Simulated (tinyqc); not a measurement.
What moves the response: phonon-assisted absorption at an indirect gap.

alpha(E) = sum_j A_j [N_j (E - Eg + w_j)^2 + (N_j + 1)(E - Eg - w_j)^2], each bracket counted only where its base is positive; N_j = 1/(exp(w_j/kB T) - 1). The first term absorbs a phonon and the second emits one; excitons and direct transitions are left out.

Photodiode (Gaertner form with a dead layer): QE = (1 - R) exp(-alpha xj) [1 - exp(-alpha W)/(1 + alpha L)], R = ((nr - 1)/(nr + 1))^2; responsivity = QE/E in A/W for E in eV.

Constants: kB = 8.617333262e-05 eV/K.

Values chosen for the exercise (loosely those of Si at room temperature; Eg is not tied to T; shifted at random, so the results belong to these values and not to a real crystal): Eg = 1.14 eV (indirect gap, held fixed unless listed); w = (55.8, 19) meV (two zone-edge phonons); A = (2400, 320) 1/(cm eV^2) (their strengths); T = 300 K; E = 1.481 eV (photon energy); nr = 3.57 (refractive index); xj = 0.064 micrometre (dead layer at the surface); W = 0.82 micrometre (depleted width); L = 44 micrometre (minority diffusion length below it).

At the energy E.

Results for these values:

| case | alpha (1/cm) | QE |
|---|---|---|
| base | 372.0 | 0.4312 |

What happens to each result for L = 22 micrometre, all else kept?

Answer: alpha does not change at the printed digits; QE falls from 0.4312 to 0.3183.

The same for each parameter in turn:

| case | alpha (1/cm) | QE |
|---|---|---|
| base | 372.0 | 0.4312 |
| Eg = 1.12 eV | 421.7 | 0.4512 |
| T = 350 K | 420.4 | 0.4507 |
| W = 1.64 micrometre | 372.0 | 0.4387 |
| L = 22 micrometre | 372.0 | 0.3183 |
| xj = 0.128 micrometre | 372.0 | 0.4302 |
| nr = 3.75 | 372.0 | 0.4193 |

Run: tinyqc, `OMP_NUM_THREADS=1 python tinyqc.py 1651058 1651059 out.jsonl`; Intel(R) Xeon(R) Processor @ 2.30GHz, one thread, shared host; about 0.01 s of CPU time with all checks.
